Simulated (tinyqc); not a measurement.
Grain-boundary trapping model (Seto) of a polycrystalline semiconductor film: one step, computed by the program tinyqc. Command: `OMP_NUM_THREADS=1 python tinyqc.py 3017816 3017817 out.jsonl poly walk`. One thread of a shared host (Intel(R) Xeon(R) Processor @ 2.30GHz), about 0.01 s of CPU time with the checks.

Grains of equal size L are joined by thin boundaries with one trap level. Trapped carriers deplete a width W on each side and raise a barrier, crossed by thermionic emission. Dopants are fully ionised, statistics are non-degenerate and mu_g does not depend on T.

Task: Activation energy. N_c(T) = N_c (T/300 K)^(3/2). Filled traps Q = Q_t/(1 + (1/2) exp((E_t* - E_F)/k_B T)), where E_t* = e V_B - E_t and E_F are counted from the band edge at the grain centre. Partial depletion: Q = 2 N W, V_B = e N W^2/(2 eps eps_0), E_F = k_B T ln(N/N_c); solve for W. If that W would exceed L/2 the grain is fully depleted: W = L/2, Q = N L, and E_F follows from the trap equation. Centre density n_0 = N_c exp(E_F/k_B T). Boundary: sigma_b = L e^2 n_0 exp(-e V_B/k_B T)/sqrt(2 pi m k_B T); rho = 1/sigma_b. Mean carrier density n_av = n_0 [(1 - 2W/L) + (2W/L) (sqrt(pi)/2) erf(y)/y], y = sqrt(e V_B/k_B T); effective mobility 1/(e n_av rho). E_a = d ln(rho)/d(1/k_B T) from T - 5 K and T + 5 K; temperature coefficient d ln(rho)/dT.

Inputs (values chosen for the exercise, modelled on polycrystalline silicon):
```
quantity                                     value    unit
permittivity eps                              11.7       -
effective mass m                              0.39     m_0
effective density of states at 300 K, N_c    2e+19  1/cm^3
grain size L                                   130      nm
trap density Q_t                           2.9e+12  1/cm^2
trap level E_t below the band edge            0.31      eV
doping N                                     4e+18  1/cm^3
temperature T                                  200       K
```

Grain interior: neglected.

Constants: k_B = 8.617333262e-05 eV/K; e = 1.602176634e-19 C; eps_0 = 8.8541878128e-12 F/m; m_0 = 9.1093837015e-31 kg; k_B = 1.380649e-23 J/K.

Give: activation energy E_a; temperature coefficient.

Result:

activation energy E_a = 0.032033 eV

temperature coefficient = -0.92990 %/K
